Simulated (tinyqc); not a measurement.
AlGaN/GaN HEMT with access regions, lumped model: two steps of the calculation.

A polarisation-induced electron sheet under a Schottky gate, in series with two ungated access regions and contacts. Drift law v = mu E/(1 + mu E/vs) under the gate. Currents in mA/mm, resistances in ohm mm. No self-heating, no channel-length modulation; fits for polarisation, barrier and offset are chosen for the exercise.

Parameters, values chosen for the exercise; values close to those of AlGaN/GaN structures:
- x = 0.31 (aluminium share of the barrier)
- d = 12 nm (barrier thickness)
- eps_r = 9.1 (relative permittivity of barrier and channel)
- mu = 1300 cm^2/(V s) (channel mobility)
- vs = 1.5e7 cm/s (saturation velocity)
- Lg = 0.5 um (gate length)
- Ls = 1 um (source access length)
- Ld = 2 um (drain access length)
- Rc = 0.38 ohm mm (resistance of each contact)
- ft = 0 (share of the drain-access electrons removed by traps)
- Vg = -0.5 V (gate voltage)
- Vd = 6 V (drain voltage)

Constants: q = 1.602176634e-19 C, eps0 = 8.8541878128e-14 F/cm where lengths are in cm. Results are converted to the units shown.

Problem 1. Polarisation charge, threshold and sheet resistance. sigma = (5e13 x + 1.6e13 x^2) cm^-2, phiB = 0.84 + 1.3 x, dEc = 0.7 (1.71 x + x^2) in volts, Cb = eps0 eps_r/d, VT = phiB - dEc - q sigma/Cb, access density n0 = -Cb VT/q. Rsh = 1/(q mu n0); largest access current q n0 vs.

Wanted: sigma; Cb; VT; n0; Rsh; q n0 vs.

Solution 1.

sigma = 1.7038e13 cm^-2
Cb = 0.67144 uF/cm^2
VT = -3.2608 V
n0 = 1.3665e13 cm^-2
Rsh = 351.34 ohm
q n0 vs = 3284.2 mA/mm

Problem 2. Drain current. Access resistance R(L, n) = L/(q mu n sqrt(1 - (I/(q n vs))^2)); Rs = Rc + R(Ls, n0), Rd = Rc + R(Ld, (1 - ft) n0). Vg' = Vg - I Rs, Vd' = Vd - I (Rs + Rd); with u = Vg' - VT, Vc = vs Lg/mu and w the smaller of Vd' and Vc [sqrt(1 + 2 u/Vc) - 1] (0 if negative), the channel gives (mu Cb/Lg)(u w - w^2/2)/(1 + w/Vc). I(new) is that channel current.

I at the start = 780 mA/mm
VT = -3.2608023 V
Cb = 0.67144258 uF/cm^2
n0 = 1.3665419e13 cm^-2

Give: Rs; Rd; Vg'; Vd'; channel current; I after iteration 1.

Solution 2.

Rs = 0.7417 ohm mm
Rd = 1.103 ohm mm
Vg' = -1.079 V
Vd' = 4.561 V
channel current = 1078 mA/mm
I after iteration 1 = 1078 mA/mm

tinyqc, about 0.02 s, one thread, Intel Xeon 2.30GHz (shared host): `OMP_NUM_THREADS=1 python tinyqc.py 2570086 2570087 out.jsonl`
